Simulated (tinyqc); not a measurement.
Convergence with the mesh: density of states of one tight-binding band on the triangular lattice.

E(k) = -2 t (cos 2 pi k1 + cos 2 pi k2 + cos 2 pi (k1 + k2)); k in fractions of the reciprocal vectors, mesh k_i = j/N with j = 0 .. N-1. Densities are per cell and per spin, so the band holds one state.

Each cell of the mesh is cut along (i+1, j)-(i, j+1) into two triangles. For corner energies e1 <= e2 <= e3 and eij = ei - ej, the share of the triangle below E is n = (E - e1)^2/(e21 e31) for e1 < E < e2 and n = 1 - (e3 - E)^2/(e31 e32) for e2 < E < e3; its density of states is g = dn/dE.

Gaussian broadening: g(E) = mean over the mesh of exp(-(E - E_k)^2/(2 sigma^2))/(sigma sqrt(2 pi)), n(E) = mean of erfc((E_k - E)/(sigma sqrt 2))/2.

Inputs chosen for the exercise:
- t = 1.1 eV (nearest hopping)
- E = 1.57 eV (energy at which the density is wanted)
- sigma = 0.33 eV (Gaussian width)

At the energy E; the plain count is the share of mesh points below E; the reference is the linear method with N = 240.

Results:
```
N,points,g linear,n linear,g Gaussian,n Gaussian,n plain count
4,16,0.1583,0.6465,0.1099,0.4533,0.4375
6,36,0.1779,0.6303,0.0814,0.5395,0.5278
8,64,0.1891,0.6178,0.0796,0.5852,0.5781
12,144,0.1867,0.6047,0.1383,0.6082,0.5903
16,256,0.1842,0.5997,0.1862,0.6066,0.6367
24,576,0.1726,0.5970,0.1888,0.6029,0.5851
48,2304,0.1739,0.5963,0.1876,0.6031,0.5942
```

reference n and g: 0.5960  0.1737

The linear n(E) stays within 0.002 of the reference from N = 24 on. The Gaussian g stays within 1 % of its last value from N = 16 on; it tends to the broadened curve, not the true one. At the last mesh it lies +0.014 1/eV from the reference g and the linear g 0.000. The plain count errs by -0.0019 at the last mesh.

Computed by tinyqc, a small Python program: `OMP_NUM_THREADS=1 python tinyqc.py 1682359 1682360 out.jsonl` (the numbers bound the seed that draws the inputs); one thread of a shared host (Intel(R) Xeon(R) Processor @ 2.30GHz), about 0.09 s for the whole set of steps.
